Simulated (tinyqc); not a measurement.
A run and its error bars: classical Heisenberg spin chain: exact results, Metropolis, heat-bath and over-relaxation steps, and a Monte Carlo run. Computed by tinyqc, a small Python program. Command: `OMP_NUM_THREADS=1 python tinyqc.py 3130580 3130581 out.jsonl heismc walk`. One thread of a shared host (Intel(R) Xeon(R) Processor @ 2.30GHz), about 0.2 s of CPU time with the checks.

E = -J sum_i s_i . s_(i+1) for unit vectors s_i on an open chain; K = J/(k_B T).

Inputs (values chosen for the exercise, for a model chain of large moments):

| quantity | value | unit |
|---|---|---|
| coupling J | 28 | meV |
| temperature T | 67.9 | K |
| moment mu | 4.7 | mu_B |
| length N of the open chain | 24 | - |
| seed | 483238 | - |

Update: heat bath.

Constants: k_B = 8.617333262e-05 eV/K; mu_B = 5.7883818060e-05 eV/T.

Method:
- Each bond angle is independent, so u = <s_i . s_(i+1)> = coth K - 1/K, <s_i . s_(i+n)> = u^n, correlation length xi = -1/ln|u|, energy per bond -J u, heat capacity per bond c/k_B = 1 - K^2/sinh^2 K, and for the long chain chi = mu^2 (1 + u)/(3 k_B T (1 - u)) per spin.
- For N spins, <|sum s|^2>/N = (1 + u)/(1 - u) - 2 u (1 - u^N)/(N (1 - u)^2); the long chain has (1 + u)/(1 - u), chi over the Curie value, and the difference is relative to it.
- From the ordered state (alternating for J < 0), with each spin drawn from exp(h . s), h = K x sum of neighbours, 200 sweeps are discarded and 1600 recorded (even and odd sites in turn; random numbers not printed, so these rows are one sample). Errors are the scatter of block means over sqrt(number of blocks).

K = 4.78537

u = 0.791169

<|sum s|^2>/N = 7.07078

Blocking:

| block length | mean bond product | error | <\|sum s\|^2>/N | error |
|---|---|---|---|---|
| 1 | 0.78938 | 0.0011199 | 6.7353 | 0.09643 |
| 4 | 0.78938 | 0.0013825 | 6.7353 | 0.17394 |
| 16 | 0.78938 | 0.0015655 | 6.7353 | 0.26512 |
| 40 | 0.78938 | 0.0013951 | 6.7353 | 0.29561 |
| 80 | 0.78938 | 0.0014736 | 6.7353 | 0.29020 |

What follows from these numbers?

With blocks of 40 the bond product is 1.3 error bars from the exact u = 0.7912, and <|sum s|^2>/N is 1.1 from the exact 7.071. Blocking to 40 changes the two errors by factors 1.2 and 3.1, because successive sweeps are correlated.
